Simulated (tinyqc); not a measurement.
Surface potential of a MOS transistor: implicit equation and explicit approximations: one step of the calculation.

p-type body, charge-sheet picture, depletion and inversion only, full ionisation (an idealisation for deep acceptors), Boltzmann statistics (rough once Na exp(x - xn) passes about Nc/7). In units of Vt: xg = (Vg - Vfb)/Vt, x = psi/Vt, G = gamma/sqrt(Vt), xn = (2 phiF + Vc)/Vt. The implicit equation is (xg - x)^2 = G^2 [x - 1 + exp(x - xn)] for x above about 3. Cox = eps0 eox/tox.

Question. Explicit approximation. Depletion value a = 1 + [sqrt(G^2/4 + xg - 1) - G/2]^2; inversion value b = xn + ln[(xg - xn)^2/G^2 - xn + 1] and first guess y = min(a, b) - ln(1 + exp(-|a - b|)) if a > xn + 1, else b = y = a; one second-order correction with D = exp(y - xn), p = 2 (xg - y) + G^2 (1 + D), w = (xg - y)^2 - G^2 (y - 1 + D): z = y + 2 w/(p + sqrt(p^2 - 2 (2 - G^2 D) w)), or the Newton step z = y + w/p where the root is not real.

G = 3.9042578
xn = 155.93894
xg = 210.42860

Give: a; b; y; p; w; z.

Answer.

a = 161.04
b = 159.62
y = 159.41
p = 605.79
w = -299.84
z = 158.72

The root of the implicit equation is x = 158.783; y misses it by 0.62 and z by -0.059, in units of Vt.

Computed by the program tinyqc: `OMP_NUM_THREADS=1 python tinyqc.py 2122193 2122194 out.jsonl`, one thread of a shared Intel Xeon 2.30GHz, about 0.01 s for the whole run.
